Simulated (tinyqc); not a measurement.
MOSFET in the linear regime without short-channel effects, parameter extraction from computed curves: one step of the calculation.

Inversion charge Q = Cox n Vt W0(exp((Vg - VT)/(n Vt))), W0 the Lambert function and n = nf; u = Q/Cox; mobility mu = mu0/(1 + th1 u + th2 u^2); channel resistance Rch = (L - dL)/(W mu Q); Id = Vd/(Rch + Rsd/W). Cox = eps0 eox/tox. Small Vd, no channel-length or drain effects.

Problem. Threshold and mobility at the peak transconductance. gm_i = (Id_(i+1) - Id_(i-1))/(Vg_(i+1) - Vg_(i-1)); at the point j of largest gm the tangent meets the axis at V_ext = Vg_j - Id_j/gm_j; field-effect mobility gm_j L/(W Cox Vd) with the drawn L.

Parameters, values chosen for the exercise; channel values of the order met in silicon transistors:
- eox = 3.9 (relative permittivity of the gate insulator (close to silicon dioxide))
- tox = 5.3 nm (insulator thickness)
- mu0 = 230 cm^2/(V s) (low-field mobility)
- VT = 0.36 V (threshold voltage)
- W = 10 um (gate width)
- L = 0.048 um (drawn gate length)
- dL = 0.007 um (drawn less effective length)
- Vd = 0.025 V (drain voltage)

Constants: eps0 = 8.8541878128e-14 F/cm where lengths are in cm. Results are converted to the units shown.

Vg, point 0 to 8 (V): [0.12, 0.24, 0.36, 0.48, 0.6, 0.72, 0.84, 0.96, 1.08]
Id, point 0 to 8 (uA): [4.9876293e-4, 0.10093046, 11.536812, 74.058859, 144.54558, 206.63151, 259.67231, 304.96314, 343.88182]

Give: gm; j; V_ext; field-effect mobility.

Solution.

gm, point 1 to 7 (uS): [48.068, 308.16, 554.20, 552.39, 479.69, 409.72, 350.87]
j = 3
V_ext = 0.34637 V
field-effect mobility = 163.32 cm^2/(V s)

V_ext is 14 mV below the model VT, and the mobility so found is 39 % below mu0 L/(L - dL) = 269 cm^2/(V s), the value for the drawn L; attenuation, series resistance and the slow approach of Q to a straight line all lower the peak gm.

tinyqc, about 0.01 s, one thread, Intel Xeon 2.30GHz (shared host): `OMP_NUM_THREADS=1 python tinyqc.py 2210104 2210105 out.jsonl`
